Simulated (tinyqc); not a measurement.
Fully depleted semiconductor-on-insulator film with two gates, non-linear Poisson equation by Newton steps: two steps of the calculation.

One dimension across the film, front interface at x = 0, back interface at x = ts. psi is counted from the intrinsic level, n = ni exp(psi/Vt) (source grounded), holes neglected, acceptors ionised. Gates act through Cox = eps0 eox/tox and Cbox = 3.9 eps0/tb with potentials G1 = Vg - (phiM - chi - Vt ln(Nc/ni)) and G2 = Vb - (phiB - chi - Vt ln(Nc/ni)). Classical Boltzmann densities, no interface charge, no depletion in the back plane.

Values chosen for this exercise; band and dielectric values close to those of In0.53Ga0.47As: temperature T = 300 K; relative permittivity of the gate insulator (close to zirconium oxide) eox = 25.6; insulator thickness tox = 3.3 nm; film thickness ts = 18 nm; buried-oxide thickness (eps_r 3.9) tb = 15 nm; acceptor density of the film Na = 1e15 cm^-3.

Constants: q = 1.602176634e-19 C, kB = 1.380649e-23 J/K, Vt = kB T/q, eps0 = 8.8541878128e-14 F/cm where lengths are in cm. Results are converted to the units shown.

Problem 1. Newton step. Solve a d_(i-1) + b_i d_i + a d_(i+1) = -F_i for all nodes. Half of the step is added while the largest |d| exceeds 1.5 Vt, the full step after that.

a = 5.4305685 uF/cm^2

| node | diagonal b (F/cm^2) | residual F (C/cm^2) | psi at the start (V) |
|---|---|---|---|
| 0 | -1.2299273e-5 | 7.0858919e-6 | 0.02 |
| 1 | -1.0861140e-5 | -3.6112922e-11 | 0.02 |
| 2 | -1.0861140e-5 | -3.6112922e-11 | 0.02 |
| 3 | -1.0861140e-5 | -3.6112922e-11 | 0.02 |
| 4 | -1.0861140e-5 | -3.6112922e-11 | 0.02 |
| 5 | -1.0861140e-5 | -3.6112922e-11 | 0.02 |
| 6 | -1.0861140e-5 | -3.6112922e-11 | 0.02 |
| 7 | -1.0861140e-5 | -3.6112922e-11 | 0.02 |
| 8 | -5.6607786e-6 | -3.6797872e-7 | 0.02 |

Wanted: Newton step d, before damping; psi after iteration 1.

Solution 1.

| node | Newton step d, before damping (V) | psi after iteration 1 (V) |
|---|---|---|
| 0 | 0.9674 | 0.5037 |
| 1 | 0.8861 | 0.4631 |
| 2 | 0.8048 | 0.4224 |
| 3 | 0.7236 | 0.3818 |
| 4 | 0.6423 | 0.3412 |
| 5 | 0.5611 | 0.3006 |
| 6 | 0.4799 | 0.2599 |
| 7 | 0.3987 | 0.2193 |
| 8 | 0.3174 | 0.1787 |

Problem 2. Density, residual and Jacobian diagonal. Nodes 0 to 8, h = ts/8, box widths w = h (h/2 at both ends), a = eps0 eps_r/h. F_i = a (psi_(i+1) - 2 psi_i + psi_(i-1)) - q w_i (n_i + Na); F_0 = a (psi_1 - psi_0) + Cox (G1 - psi_0) - q w_0 (n_0 + Na); F_8 = a (psi_7 - psi_8) + Cbox (G2 - psi_8) - q w_8 (n_8 + Na). Diagonal b_i = -2 a - q w_i n_i/Vt, with -a - Cox and -a - Cbox in place of -2 a at the ends.

| node | psi after iteration 1 (V) |
|---|---|
| 0 | 0.50368451 |
| 1 | 0.46305157 |
| 2 | 0.42242216 |
| 3 | 0.38179625 |
| 4 | 0.34117384 |
| 5 | 0.30055489 |
| 6 | 0.25993940 |
| 7 | 0.21932734 |
| 8 | 0.17871870 |

ni = 8.1836573e11 cm^-3
a = 5.4305685 uF/cm^2
G1 = 1.0516227 V
G2 = -1.5783773 V

Give: n; residual F; diagonal b.

Solution 2.

| node | n (cm^-3) | residual F (1e-6 C/cm^2) | diagonal b (F/cm^2) |
|---|---|---|---|
| 0 | 2.369e20 | -0.726 | -1.774e-4 |
| 1 | 4.919e19 | -1.773 | -7.945e-5 |
| 2 | 1.022e19 | -0.368 | -2.511e-5 |
| 3 | 2.122e18 | -0.077 | -1.382e-5 |
| 4 | 4.410e17 | -0.016 | -1.148e-5 |
| 5 | 9.163e16 | -0.003 | -1.099e-5 |
| 6 | 1.904e16 | -0.001 | -1.089e-5 |
| 7 | 3.958e15 | 0.000 | -1.087e-5 |
| 8 | 8.228e14 | -0.184 | -5.661e-6 |

Numbers from tinyqc (`OMP_NUM_THREADS=1 python tinyqc.py 2190011 2190012 out.jsonl`; about 0.4 s on one thread of a shared Intel Xeon 2.30GHz).
